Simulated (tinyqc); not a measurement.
## Ground and coupling capacitance from two measurements

Question. A line has Cg to the planes and Cc to each of two neighbours. Find Cg, Cc, the load when both neighbours switch in antiphase, and the pulse on the line when it floats and both neighbours swing by Vx.

Values chosen for this exercise:
```
symbol  value  unit  meaning
Vx        0.8     V    swing
```

capacitance with neighbours driven alike and with neighbours grounded (aF/um): 100  178

Answer. Driven alike, Cc carries no charge, which leaves Cg; grounded neighbours give Cg + 2 Cc, antiphase Cg + 4 Cc; a floating line divides the swing as 2 Cc/(Cg + 2 Cc).

Cg = 100 aF/um
Cc = 39.0 aF/um
load in antiphase = 256 aF/um
pulse = 0.351 V

Computed by the program tinyqc: `OMP_NUM_THREADS=1 python tinyqc.py 2790208 2790209 out.jsonl`, one thread of a shared Intel Xeon 2.30GHz, about 0.7 s for the whole run.
